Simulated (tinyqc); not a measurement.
Worked calculation: chemical vapour deposition: Grove model, boundary layer, depletion and step coverage. Computed by tinyqc, a small Python program that keeps every step. Command: `OMP_NUM_THREADS=1 python tinyqc.py 3003718 3003719 out.jsonl cvd walk`. One thread of a shared host (Intel(R) Xeon(R) Processor @ 2.30GHz), about 0.01 s of CPU time with the checks. Intermediate numbers are printed to about 7 digits and carried at full precision; extremes and crossings named in words are read from the listed rows.

A precursor diffuses to the surface and reacts there at first order; each molecule that reacts adds one formula unit of film.

Inputs (values chosen for the exercise, close to those used for polysilicon from silane):

| quantity | value | unit |
|---|---|---|
| prefactor k0 of k_s | 2.1e+10 | cm/s |
| activation energy E | 1.67 | eV |
| temperature T | 620 | C |
| total pressure p | 110 | torr |
| mole fraction of the precursor Y | 0.01 | - |
| gas diffusivity D0 at 273.15 K and 760 torr | 0.1 | cm^2/s |
| film density N | 5e+22 | formula units/cm^3 |
| precursor mass M | 32 | u |
| trench width w | 0.23 | um |
| aspect ratio of the trench | 100 | - |
| gas velocity U | 51 | cm/s |
| kinematic viscosity nu0 at 273.15 K and 760 torr | 0.33 | cm^2/s |
| susceptor length L | 57 | cm |
| channel height b | 9.3 | cm |

Reactor: horizontal, reduced pressure.

Constants: k_B = 1.380649e-23 J/K; u = 1.6605390666e-27 kg; k_B = 8.617333262e-05 eV/K.

## Gas-phase and surface constants

k_s = k0 exp(-E/(k_B T)); C_g = Y p/(k_B T), 1 torr = 133.322 Pa; D = D0 (T/273.15)^1.75 (760/p). Temperatures in kelvin are T(C) + 273.15. Mean speed c = sqrt(8 k_B T/(pi M)); reactive sticking probability beta = 4 k_s/c.

surface rate constant k_s = 7.923353 cm/s

precursor density C_g = 1.189287e+16 1/cm^3

gas diffusivity D = 5.493340 cm^2/s

mean speed c = 76873.09 cm/s

sticking probability beta = 4.122823e-04

## Boundary layer

nu = nu0 (T/273.15)^1.75 (760/p); Re = U L/nu; mean boundary layer delta = (2/3) L/sqrt(Re), at most b/2; h_g = D/delta.

Reynolds number Re = 160.3595

boundary layer delta = 3.000795 cm

mass-transfer coefficient h_g = 1.830628 cm/s

## Growth rate at the inlet

Fluxes in series: C_s = C_g/(1 + k_s/h_g); growth rate G = k_s h_g/(k_s + h_g) C_g/N; 1 cm/s = 6e8 nm/min.

ratio k_s/h_g = 4.328215

C_s/C_g = 0.1876801

growth rate G at the inlet = 212.2244 nm/min

Gas transport limits the rate, so the flow pattern sets uniformity.

## Depletion along the susceptor

Plug flow: U b dC/dx = -k_eff C with k_eff = k_s h_g/(k_s + h_g), so C falls as exp(-k_eff x/(U b)); the used share of the precursor is 1 - C(L)/C(0).

k_eff = 1.487056 cm/s

depletion length = 318.9524 cm

rate at the outlet over rate at the inlet = 0.8363483

rate at the outlet = 177.4935 nm/min

16.4 % of the precursor is used.

## Reaction control against transport control

The formulas are those given above.

Rates:

| T (C) | k_s (cm/s) | h_g (cm/s) | G (nm/min) | reaction limit (nm/min) | transport limit (nm/min) |
|---|---|---|---|---|---|
| 420 | 1.513309e-02 | 1.466443 | 2.7544 | 2.782869e+00 | 269.6686 |
| 470 | 9.928304e-02 | 1.558595 | 16.0093 | 1.702907e+01 | 267.3310 |
| 520 | 5.138333e-01 | 1.649975 | 62.9677 | 8.257705e+01 | 265.1639 |
| 570 | 2.188231e+00 | 1.740637 | 146.5621 | 3.308117e+02 | 263.1454 |
| 620 | 7.923353e+00 | 1.830628 | 212.2244 | 1.130777e+03 | 261.2572 |
| 670 | 2.503081e+01 | 1.919992 | 240.9985 | 3.382880e+03 | 259.4844 |
| 720 | 7.042706e+01 | 2.008766 | 250.6647 | 9.038933e+03 | 257.8143 |
| 770 | 1.794470e+02 | 2.096982 | 253.2765 | 2.192713e+04 | 256.2362 |
| 820 | 4.197342e+02 | 2.184671 | 253.4220 | 4.894261e+04 | 254.7410 |

The apparent activation energy of G is 1.56 eV between the first rows and 0.00 eV between the last, against E = 1.67 eV. k_s passes h_g between 520 and 570 C, where control shifts from the surface to the gas. In the reaction limit the slope is E - k_B T, because C_g falls as 1/T; any further lowering comes from transport.

## Step coverage in a trench

In a long trench of width w and depth l = aspect ratio x w: Knudsen diffusivity D_K = (2w) c/3 (hydraulic diameter 2w), combined as 1/D_e = 1/D_K + 1/D; D_e d2C/dz2 = 2 k_s C/w with D_e dC/dz = -k_s C at the floor. With m = sqrt(2 k_s/(w D_e)): C(floor)/C(top) = 1/[cosh(m l) + (k_s/(D_e m)) sinh(m l)].

Knudsen diffusivity D_K = 1.178721 cm^2/s

effective diffusivity D_e = 0.9704819 cm^2/s

modulus m l = 1.937937

step coverage = 0.2795519

Gas collisions matter in the trench as well as wall collisions. The floor is starved, and the trench would close at the top. Caution: the hydraulic-diameter form of D_K is rough for a slit.

Checks made by the program: step coverage against a numerical boundary-value solution (relative difference below 1e-10).
